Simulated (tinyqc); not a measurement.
Comparisons within one model: heterojunction of two tight-binding chains. A value that a table varies takes the place of the one given here.

Left chain: hopping -t1, sites at 2 t1 (band bottom 0). Right chain: hopping -t2, sites at dE + 2 t2 (bottom dE). t = c/(m a^2), c = hbar^2/2m0. The bond across the interface is -tc with tc = f sqrt(t1 t2), and the last left site has the extra energy U. In a chain E = bottom + 2t (1 - cos(ka)); the surface Green function of a half chain is g = -exp(ika)/t, with Im k > 0 where cos(ka) > 1.

Constants: hbar^2/2m0 = 3.80998211 eV angstrom^2.

Parameters, chosen for this exercise (masses and offset of the size met at Si / SiGe; not measured data): a = 4 angstrom (site spacing); m1 = 0.173 m0 (mass on the left); m2 = 0.22 m0 (mass on the right); dE = 0.15 eV (band offset); f = 0.91 (factor on the interface hopping); U = 0 eV (extra energy on the last left site); E = 0.242 eV (electron energy).

## Transmission against energy, and which matching rule a chain obeys

Chain A is the junction as given; chain B has tc = sqrt(t1 t2) and U = 0; chain C has tc = t2 and U = t2 - t1, the finite-difference form of -d/dx (c/m) d/dx. Continuum formulas T = 4 x y/(x + y)^2 with parabolic k: x, y = k/m on each side (BenDaniel-Duke) or x, y = k (slope continuous).

T:
```
E - dE (eV),E (eV),chain A,chain B,chain C,k/m matched,k matched
0.002,0.152,0.3200,0.4014,0.3315,0.3352,0.4057
0.005,0.155,0.4549,0.5552,0.4693,0.4740,0.5602
0.010,0.160,0.5731,0.6810,0.5890,0.5941,0.6862
0.020,0.170,0.6942,0.7997,0.7101,0.7153,0.8045
0.050,0.200,0.8335,0.9189,0.8469,0.8513,0.9222
0.100,0.250,0.9073,0.9701,0.9174,0.9208,0.9720
0.200,0.350,0.9518,0.9929,0.9585,0.9610,0.9937
0.400,0.550,0.9745,0.9995,0.9787,0.9807,0.9996
```

Chain C follows the k/m rule within 0.0052 and chain B the plain k rule within 0.0052, while the two rules differ by up to 0.0921: in B the self-energy of the right side is -t1 exp(i k2 a), so only k2 enters, and in C it is -t2 exp(i k2 a), which carries 1/m2. Chain A, with f = 0.91 and U = 0 eV, has an interface term of its own and lies up to 0.1079 from B and 0.0160 from C.

## When the interface binds a state

A state below both bands solves E - 2 t1 - U - S1(E) - S2(E) = 0 for E < 0, with S1 = -t1 z1, S2 = -(tc^2/t2) z2 and |z| < 1 the decaying root of z + 1/z = 2 - (E - bottom)/t. Decay lengths -a/ln|z|. The threshold is the U that solves the equation at E = 0. A dash: no bound state.

Interface state:
```
U (eV),E (eV),decay left (angstrom),decay right (angstrom)
-0.18,-,-,-
-0.35,-,-,-
-0.53,-,-,-
-0.65,-0.0024,96.1,10.7
-0.77,-0.0176,35.4,10.2
-0.94,-0.0549,20.1,9.3
-1.18,-0.1299,13.1,7.9
-1.77,-0.3957,7.5,5.7
```

threshold U = -0.5892 eV

The step and the weakened interface bond push the state out, so an attraction must exceed 0.5892 eV to bind; 5 of the 8 rows are bound. At U = -1.77 eV the state decays over 7.5 angstrom to the left and 5.7 to the right, where the band lies higher.

## What each parameter does

T = 4 Im(S1) Im(S2) |G|^2 with G = 1/(E - 2 t1 - U - S1 - S2), S1 = -t1 exp(i k1 a), S2 = -(tc^2/t2) exp(i k2 a). Each row changes one parameter from the base and keeps the others.

Results:
```
case,T,k1 a,k2 a
base,0.9001,0.4224,0.2926
m1 = 0.2076 m0,0.8884,0.4635,0.2926
m2 = 0.264 m0,0.9183,0.4224,0.3207
dE = 0.1 eV,0.9373,0.4224,0.3642
f = 0.819,0.7261,0.4224,0.2926
U = 0.2 eV,0.7979,0.4224,0.2926
a = 3.2 angstrom,0.8686,0.3370,0.2338
```

The largest shifts from the base row, up to three for each result and ties (the steps differ in size, so this ranks the rows, not the parameters). T: f -0.1740, U -0.1022, dE +0.0372. k1 a: a -0.0854, m1 +0.0410; unchanged at the printed digits by m2, dE, f and U. k2 a: dE +0.0716, a -0.0588, m2 +0.0282; unchanged at the printed digits by m1, f and U.

Computed by tinyqc, a small Python program: `OMP_NUM_THREADS=1 python tinyqc.py 1482784 1482785 out.jsonl` (the numbers bound the seed that draws the inputs); one thread of a shared host (Intel(R) Xeon(R) Processor @ 2.30GHz), about 0.01 s for the whole set of steps.
